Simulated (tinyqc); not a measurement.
Energy against buckling: buckled dimers of a reconstructed (001) surface, two dangling bonds a dimer.

In a dimer one atom moves up by z and the other down by z; the dangling bond of the up atom (more s-like) falls by gm z and that of the down atom rises by gm z. With all dimers tilted alike: H(k) = [[-gm z - 2 ta cos k, -tp - 2 tx cos k], [., gm z - 2 ta cos k]], k along the row in 1/a. Two electrons a dimer fill the lowest N of the 2N levels on the mesh k_j = (j + 1/2) pi/N. Total energy a dimer: W(z) = (2/N) sum of the filled levels + kf z^2. Repulsion between electrons is left out.

Values chosen for the exercise (of the size met on Ge(001); shifted at random, so the results belong to these values and not to a real crystal): tp = 0.2 eV (pi coupling inside a dimer); ta = 0.05 eV (coupling between like atoms along the row); tx = 0 eV (diagonal coupling along the row); gm = 1.7 eV/angstrom (shift of a dangling bond with height); kf = 5.5 eV/angstrom^2 (force constant of buckling); N = 16 (k points).

W relative to z = 0; gap as lowest upper less highest lower level on 201 points from 0 to pi.

Per dimer (eV):
```
z (angstrom)  band energy  elastic        W     gap
0.00               0.0000   0.0000   0.0000  0.2000
0.05              -0.0346   0.0138  -0.0209  0.2346
0.10              -0.1250   0.0550  -0.0700  0.3250
0.15              -0.2482   0.1237  -0.1244  0.4482
0.20              -0.3889   0.2200  -0.1689  0.5889
0.30              -0.6956   0.4950  -0.2006  0.8956
0.40              -1.0176   0.8800  -0.1376  1.2176
0.50              -1.3464   1.3750   0.0286  1.5464
0.60              -1.6788   1.9800   0.3012  1.8788
```

What can be read from this table?

W is lowest at z = 0.3 among these rows (-0.2006 eV). The band energy falls as z^2 at first and linearly, as -2 gm z, once gm z is far above tp, so the elastic term always wins at large z. The gap is open at all z.

Run: tinyqc, `OMP_NUM_THREADS=1 python tinyqc.py 1480195 1480196 out.jsonl`; Intel(R) Xeon(R) Processor @ 2.30GHz, one thread, shared host; about 0.02 s of CPU time with all checks.
